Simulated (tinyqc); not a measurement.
# Koster-Slater impurity in a tight-binding band, by Green functions and by supercells, step by step

A worked calculation. Computed by tinyqc, a small Python program that keeps every step. Command: `OMP_NUM_THREADS=1 python tinyqc.py 3022649 3022650 out.jsonl kosterslater walk`. One thread of a shared host (Intel(R) Xeon(R) Processor @ 2.30GHz), about 0.06 s of CPU time with the checks. Intermediate numbers are printed to about 5 digits and carried at full precision; extremes and crossings named in words are read from the listed rows.

One orbital per site, e(k) = -2 t sum cos(k_i) over 3 direction(s), band from -6 t to 6 t, lattice constant 1. One site has the extra energy U. Spin is left out.

Inputs (values chosen for the exercise, for a model band):
```
quantity,value,unit
hopping t,0.36,eV
impurity potential U,1.58,eV
supercell edge N,4,sites
energy inside the band E,1.88,eV
broadening eta,0.029,eV
impurity concentration c,0.002,per site
```

Lattice: simple cubic.

Constants: hbar = 6.582119569e-16 eV s.

## The host Green function outside the band

Outside the band G0(E) = (1/pi) int_0^pi dk (2/(pi z)) K(16 t^2/z^2), z = E + 2 t cos k, K the complete elliptic integral with parameter m; 200 Gauss-Legendre points. A bound state solves 1/U = G0(E). Energies: 0.05, 0.2, 0.5, 1, 2, 4 and 8 t beyond the band edge on the side of U, rounded to four digits.

Scan on the side of U:
```
E (eV),G0 (1/eV),1/U - G0 (1/eV)
2.178,0.65123,-0.01831
2.232,0.59891,0.03400
2.340,0.53854,0.09438
2.520,0.47368,0.15923
2.880,0.39148,0.24144
3.600,0.29763,0.33528
5.040,0.20501,0.42790
```

G0 stays finite at the band edge, 0.252731/t in size, so binding needs |U| > 3.957 t.

## The bound state

Bisection in ln(distance from the edge) between 1e-5 t and |U| + t. Weight on the impurity site: -1/(U^2 dG0/dE), by a central difference with step min(1e-4 t, distance/30). Decay length along an axis: 1/arccosh(1 + distance/(2 t)).

level E_b = 2.1929 eV

distance from the band edge = 0.032882 eV

weight on the impurity site = 0.37282

decay length = 3.3213 sites

The state is shared between the impurity and its surroundings.

## Green function inside the band

Inside the band G0(z), z = E + i eta, comes from the chain form 1/(sqrt(y - 2t) sqrt(y + 2t)) (principal roots) at y = z + 2 t cos k + 2 t cos k', averaged over k and k' in (0, pi) with 200 Gauss-Legendre points each.

G0(E + i eta) = 0.71614-0.21937i 1/eV

## Scattering

T = U/(1 - U G0); phase shift delta = -arg(1 - U G0) in (-pi, pi]; host density of states -Im G0/pi; on the impurity -Im[G0/(1 - U G0)]/pi; lifetime of a band state hbar/(-2 c Im T).

T matrix = -1.5118-3.9849i eV

phase shift delta = -1.9334 rad

host density of states = 0.069829 1/eV

density of states on the impurity = 0.50810 1/eV

scattering lifetime = 41.295 fs

The Born approximation would take Im T = U^2 Im G0 = -0.548 eV, 0.137 times the full value.

## The level in the supercell

In a periodic cell of N sites along each direction with Bloch vector K, the level solves 1/U = N^-d sum_k 1/(E - e(k)), k_i = (2 pi m_i + K_i)/N, m_i = 0..N-1; the outermost root on the side of U is taken (bisection). d is the number of directions. Gamma means K_i = 0, the zone corner K_i = pi, the quarter point K_i = pi/2. The error is measured against the isolated level E_b.

level at Gamma = 2.2822 eV

level at the corner = 2.0988 eV

level at the quarter point = 2.1816 eV

error at Gamma = 0.089317 eV

width between Gamma and the corner = 0.18341 eV

Images turn the level into a band 0.183 eV wide; the quarter point misses the isolated level by -0.011 eV, far less than Gamma, because the leading hopping between images averages out there.

## Convergence with cell size

Even N; errors against the isolated level E_b, set to 0 below 1e-6 t.

Error of the level (eV):
```
N,sites,Gamma,corner,quarter point
2,8,0.39462,-0.61288,-9.4096e-02
4,64,0.08932,-0.09410,-1.1253e-02
6,216,0.03411,-0.02882,-2.2825e-03
8,512,0.01516,-0.01125,-5.4088e-04
10,1000,0.00703,-0.00492,-1.3613e-04
12,1728,0.00329,-0.00228,-3.5234e-05
```

The error at Gamma falls exponentially, between the last two resolved rows by exp(-0.380) per site against 1/(decay length) = 0.301; the rest is the power-law prefactor of the Green function. Gamma and the corner err in opposite directions. No listed cell reaches 1 meV at Gamma; at the quarter point N = 8 is enough.

## Phase shift across the band

delta/pi = -arg(1 - U G0)/pi counts the states added below E (Friedel); host DOS = -Im G0/pi, DOS on the impurity = -Im[G0/(1 - U G0)]/pi; 13 evenly spaced energies from -(band edge + |U| + 2t) to +(band edge + |U| + 2t).

Across the spectrum:
```
E (eV),Re G0 (1/eV),host DOS (1/eV),DOS on the impurity (1/eV),delta/pi
-4.4600,-0.23396,0.00053,0.0003,-0.00061
-3.7167,-0.28685,0.00082,0.0004,-0.00089
-2.9733,-0.37546,0.00150,0.0006,-0.00149
-2.2300,-0.59825,0.00669,0.0018,-0.00543
-1.4867,-0.76046,0.12804,0.0244,-0.08946
-0.7433,-0.79873,0.34292,0.0428,-0.20534
0.0000,0.00000,0.38976,0.0822,-0.34815
0.7433,0.79873,0.34292,0.1156,-0.54861
1.4867,0.76046,0.12804,0.2880,-0.59774
2.2300,0.59825,0.00669,1.6307,-0.17349
2.9733,0.37546,0.00150,0.0091,-0.00583
3.7167,0.28685,0.00082,0.0027,-0.00236
4.4600,0.23396,0.00053,0.0013,-0.00133
```

delta/pi starts and ends near zero (-0.001 and -0.001): the impurity moves states but creates none. The level lies only 1.1 eta outside the band, so the broadening smears its step. delta/pi is negative in the band, down to -0.60 among these rows (-1 just below the level for small eta), and the lost state returns at the level above the band (2.193 eV).

Checks made by the program: G0 at the level by a direct sum over directions (relative difference below 1e-10).
